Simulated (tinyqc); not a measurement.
Electron-beam lithography: double-Gaussian proximity function, edge placement and dose correction for parallel lines: one step, computed by the program tinyqc.

Lines are infinitely long. Absorbed energy is counted so that the middle of a very large area written at dose 1 receives 1; the resist develops where it exceeds 1/2.

Question. Interaction matrix. f(r) = [exp(-r^2/alpha^2)/alpha^2 + eta exp(-r^2/beta^2)/beta^2]/(pi (1 + eta)). A line from a to b at dose d gives E(x) = d [S(alpha) + eta S(beta)]/(1 + eta), S(s) = [erf((b - x)/s) - erf((a - x)/s)]/2. M_ij is the mean of E at the two edges of line i from line j at dose 1.

Inputs (values chosen for the exercise, of the order of those for 10 keV electrons in resist on silicon): forward range alpha = 0.026 micrometre; backscatter range beta = 1.1 micrometre; backscatter ratio eta = 0.95.

Lines (micrometre):

| line | left edge | right edge | centre |
|---|---|---|---|
| 1 | 0.000 | 0.420 | 0.2100 |
| 2 | 0.494 | 1.484 | 0.9890 |
| 3 | 2.304 | 4.004 | 3.1540 |
| 4 | 4.074 | 4.115 | 4.0945 |

Give: M.

Answer.

M:
```
        1       2       3       4
1  0.3565  0.1488  0.0023  0.0000
2  0.0626  0.4505  0.0378  0.0000
3  0.0015  0.0333  0.4930  0.0055
4  0.0000  0.0002  0.2158  0.2601
```
